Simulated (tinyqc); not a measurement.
Two branches across an indirect gap: complex band structure along [001] in sp3s* tight binding.

For k = (0, 0, kz) the phase sums are g0 = cos(phi) and g3 = i sin(phi), phi = kz a/4, and the s, pz, s* orbitals of anion (a) and cation (c) decouple from px, py. With z = exp(i phi), H(z) = H0 + z T + T^T/z for any complex z. H0 is diagonal (Esa, Epa, Exa, Esc, Epc, Exc). The anion-cation block is B(z) = z U + W/z and the cation-anion block z W^T + U^T/z, where U has Vss/2 (s,s), Vsapc/2 (s,z), -Vscpa/2 (z,s), Vxx/2 (z,z), Vxapc/2 (s*,z), -Vpaxc/2 (z,s*), and W has the same values with the s-z and s*-z signs reversed. |z| = 1 is a band state, |z| < 1 decays along [001] as exp(-kappa d) over a distance d, kappa = -(4/a) ln|z|. No spin-orbit coupling.

Values chosen for the exercise (out of a larger set: near a published set for Si, fitted to gaps, whose masses and valley positions are rough (light masses up to twice too heavy); not measured data): p = (-4.205, 1.696, -4.205, 1.696, 6.739, 6.739, -8.208, 1.719, 4.523, 5.773, 5.773, 5.412, 5.412) eV (order Esa, Epa, Esc, Epc, Exa, Exc, Vss, Vxx, Vxy, Vsapc, Vscpa, Vxapc, Vpaxc); a = 5.429 angstrom (lattice constant); Eg = 1.206 eV (top of the energy range, the indirect gap).

Ev = -0.02300 eV

The smallest kappa with Re kz = 0 and the smallest with Re kz > 0, at energies E from Ev; a dash: no such root.

Decay constants:
```
E/Eg  E (eV)  kappa at Gamma (1/angstrom)  kappa off Gamma (1/angstrom)  its Re kz (2 pi/a)
0.05  0.0603                       0.0525                        0.4509               0.718
0.20  0.2412                       0.1030                        0.4168               0.720
0.35  0.4221                       0.1337                        0.3785               0.721
0.50  0.6030                       0.1567                        0.3345               0.723
0.65  0.7839                       0.1750                        0.2821               0.724
0.80  0.9648                       0.1899                        0.2150               0.726
0.90  1.0854                       0.1985                        0.1528               0.727
0.97  1.1698                       0.2038                        0.0839               0.728
```

What does the comparison show, and why?

The branch from the valence band at Gamma decays more slowly below E/Eg of about 0.84, and the branch from the conduction valley above. The two differ in Re kz, so passing from one to the other needs kz from an abrupt interface, a steep field, a phonon or a defect. Valleys off the [001] axis, such as L, are not seen on these branches.

Computed by tinyqc, a small Python program: `OMP_NUM_THREADS=1 python tinyqc.py 1481670 1481671 out.jsonl` (the numbers bound the seed that draws the inputs); one thread of a shared host (Intel(R) Xeon(R) Processor @ 2.30GHz), about 0.01 s for the whole set of steps.
